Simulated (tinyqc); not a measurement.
# Trap density from the capacitance step

Inverse problem. A junction with shallow donors Nd and a deep trap has C_HF = eps0 eps_r/W and C_LF = eps0 eps_r (Nd + Nt)/(Nd W + Nt xt), xt = W - lam. Find W, xt and Nt.

Inputs (values chosen for the exercise): relative permittivity eps_r = 16.2; shallow donor density Nd = 9.4e15 cm^-3.

Constants: eps0 = 8.8541878128e-14 F/cm where lengths are in cm. Results are converted to the units shown.

C_HF = 49.428086 nF/cm^2
C_LF = 51.318733 nF/cm^2
lam = 111.18794 nm

Solution. C_HF gives W. With y = C_LF/C_HF, Nt/Nd = (y - 1)/(1 - y xt/W).

W = 290.2 nm
xt = 179.0 nm
Nt = 1.000e15 cm^-3

Computed by the program tinyqc: `OMP_NUM_THREADS=1 python tinyqc.py 2050078 2050079 out.jsonl`, one thread of a shared Intel Xeon 2.30GHz, about 0.01 s for the whole run.
